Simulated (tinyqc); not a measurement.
What moves the results: conduction-band anticrossing with a localised impurity level. A value that a table varies takes the place of the one given here.

Host conduction band EM(k) = Eg - al x + c k^2/mM, c = hbar^2/2m0, coupled to a flat level EI by V = C sqrt(x): H = [[EM, V], [V, EI]], E+/- = (EM + EI)/2 +/- sqrt((EM - EI)^2/4 + V^2). The host weight of a state at E is f = 1/(1 + V^2/(E - EI)^2), and its mass at k = 0 is mM/f. The gap is E-(0), the valence top staying at 0.

Constants: hbar^2/2m0 = 3.80998211 eV angstrom^2.

Values chosen for the exercise (host near GaAs; shifted at random, so the results belong to these values and not to a real crystal):
- Eg = 1.547 eV (gap at Gamma to the s-like level)
- mM = 0.0669 m0 (mass of the host band)
- EI = 1.86 eV (impurity level, from the valence top of the host)
- C = 2.7 eV (coupling)
- al = 1.41 eV (linear shift of the host edge)
- x = 0.032 (impurity fraction)
- aM = 106 meV/GPa (pressure coefficient of the host edge)
- aI = 24 meV/GPa (pressure coefficient of the level)

## Impurity fraction

The last column is the bowing that a quadratic law would need at that x, (Eg - gap)/(x (1 - x)), with equal end gaps.

Results:

| x (%) | E- (eV) | E+ (eV) | gap (eV) | host weight of E- | mass of E- | bowing (eV) |
|---|---|---|---|---|---|---|
| 0.1 | 1.5239 | 1.8817 | 1.5239 | 0.939 | 0.0712 | 23.1 |
| 0.2 | 1.5033 | 1.9009 | 1.5033 | 0.897 | 0.0746 | 21.9 |
| 0.5 | 1.4509 | 1.9491 | 1.4509 | 0.821 | 0.0815 | 19.3 |
| 1.0 | 1.3808 | 2.0121 | 1.3808 | 0.759 | 0.0881 | 16.8 |
| 2.0 | 1.2712 | 2.1076 | 1.2712 | 0.704 | 0.0950 | 14.1 |
| 3.0 | 1.1821 | 2.1826 | 1.1821 | 0.678 | 0.0987 | 12.5 |
| 5.0 | 1.0348 | 2.3017 | 1.0348 | 0.651 | 0.1027 | 10.8 |
| 8.0 | 0.8543 | 2.4399 | 0.8543 | 0.634 | 0.1055 | 9.4 |

How do the results move?

The apparent bowing falls from 23.1 to 9.4 eV, so no single constant describes the gap: the part from the coupling goes as x while V is small against |EM - EI| and as sqrt(x) beyond (V = |Eg - EI| near x = 1.34 %), with the linear term al x on top; the fall of the gap goes as the power 0.92 of x between the first two rows and 0.64 between the last two. The mass of E- goes from 0.0712 to 0.1055, higher although the gap falls, against the usual k.p trend; with al = 0 the weight tends to 1/2 at large x.

## Pressure

Eg and EI move linearly with pressure; V is kept. The slope of E- is f aM + (1 - f) aI.

Results:

| P (GPa) | EM (eV) | EI (eV) | E- (eV) | E+ (eV) | host weight of E- | slope of E- (meV/GPa) |
|---|---|---|---|---|---|---|
| 0 | 1.5019 | 1.8600 | 1.1658 | 2.1961 | 0.674 | 79.3 |
| 1 | 1.6079 | 1.8840 | 1.2436 | 2.2483 | 0.637 | 76.3 |
| 2 | 1.7139 | 1.9080 | 1.3183 | 2.3036 | 0.599 | 73.1 |
| 3 | 1.8199 | 1.9320 | 1.3897 | 2.3622 | 0.558 | 69.7 |
| 4 | 1.9259 | 1.9560 | 1.4577 | 2.4242 | 0.516 | 66.3 |
| 5 | 2.0319 | 1.9800 | 1.5223 | 2.4896 | 0.473 | 62.8 |
| 6 | 2.1379 | 2.0040 | 1.5833 | 2.5585 | 0.431 | 59.4 |
| 7 | 2.2439 | 2.0280 | 1.6410 | 2.6308 | 0.391 | 56.1 |
| 8 | 2.3499 | 2.0520 | 1.6955 | 2.7064 | 0.353 | 52.9 |

How do the results move?

The unmixed levels cross at 4.37 GPa, where E+ - E- has its minimum 2V = 0.966 eV and the weights are 1/2. The slope of E- falls from 79 to 53 meV/GPa, between the limits aM = 106 and aI = 24, as the state turns impurity-like. The X valleys, which pass below the Gamma edge of the host at high pressure, are left out.

## What each parameter does

At k = 0. Each row changes one parameter from the base and keeps the others.

Results:

| case | E- (eV) | E+ (eV) | gap (eV) | mass (m0) |
|---|---|---|---|---|
| base | 1.1658 | 2.1961 | 1.1658 | 0.0993 |
| EI = 1.81 eV | 1.1490 | 2.1629 | 1.1490 | 0.1026 |
| al = 1.91 eV | 1.1550 | 2.1909 | 1.1550 | 0.0983 |
| Eg = 1.597 eV | 1.1990 | 2.2129 | 1.1990 | 0.1026 |
| C = 2.295 eV | 1.2330 | 2.1288 | 1.2330 | 0.0956 |
| x = 0.0272 | 1.2056 | 2.1630 | 1.2056 | 0.0979 |
| mM = 0.07693 m0 | 1.1658 | 2.1961 | 1.1658 | 0.1142 |

What does this show?

The largest shifts from the base row, up to three for each result and ties (the steps differ in size, so this ranks the rows, not the parameters). E- (eV): C +0.0672, x +0.0398, Eg +0.0331; unchanged at the printed digits by mM. E+ (eV): C -0.0672, EI -0.0331, x -0.0330; unchanged at the printed digits by mM. gap (eV): C +0.0672, x +0.0398, Eg +0.0331; unchanged at the printed digits by mM. mass (m0): mM +0.0149, C -0.0037, Eg +0.0033, EI +0.0033.

tinyqc: `OMP_NUM_THREADS=1 python tinyqc.py 1081032 1081033 out.jsonl`; about 0.01 s, one thread, shared Intel(R) Xeon(R) Processor @ 2.30GHz.
